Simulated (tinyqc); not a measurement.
Geometry relaxation of a small cluster: one step, computed by the program tinyqc. Command: `OMP_NUM_THREADS=1 python tinyqc.py 3016512 3016513 out.jsonl relax walk`. One thread of a shared host (Intel(R) Xeon(R) Processor @ 2.30GHz), about 0.01 s of CPU time with the checks.

E = sum_(i<j) phi(r_ij), phi(r) = eps [exp(-2 alpha (r - r0)) - 2 exp(-alpha (r - r0))]; the force on i is -sum_j phi'(r_ij) (R_i - R_j)/r_ij.

Question. The first two steps. BFGS: R(new) = R + B F with the inverse Hessian B = eta 1 at first; with s = R(new) - R, y = F - F(new), rho = 1/(y.s): B(new) = (1 - rho s y^T) B (1 - rho y s^T) + rho s s^T, skipped if y.s is not positive. No atom moves more than 0.3 angstrom a step (the whole step is scaled). Stop when the largest force component is below 1e-5 eV/angstrom.

Inputs (values chosen for the exercise, for model atoms):

| quantity | value | unit |
|---|---|---|
| length r0 | 2.4 | angstrom |
| well depth eps | 0.23 | eV |
| stiffness alpha | 1.78 | 1/angstrom |
| step factor eta | 0.14 | angstrom^2/eV |

Potential: Morse. Method: BFGS.

starting positions (angstrom):
```
           x      y      z
atom 1   0.1  -0.02   0.37
atom 2  2.34  -0.13  -0.06
atom 3  1.12   2.07   0.09
```

Give: positions after step 1; energy after step 1; positions after step 2; energy after step 2.

Answer.

positions after step 1 (angstrom):
```
            x       y       z
atom 1  0.062  -0.031   0.378
atom 2  2.363  -0.116  -0.065
atom 3  1.135   2.067   0.087
```

energy after step 1 = -0.6798 eV

positions after step 2 (angstrom):
```
            x       y       z
atom 1  0.026  -0.041   0.385
atom 2  2.377  -0.087  -0.069
atom 3  1.157   2.049   0.084
```

energy after step 2 = -0.6873 eV
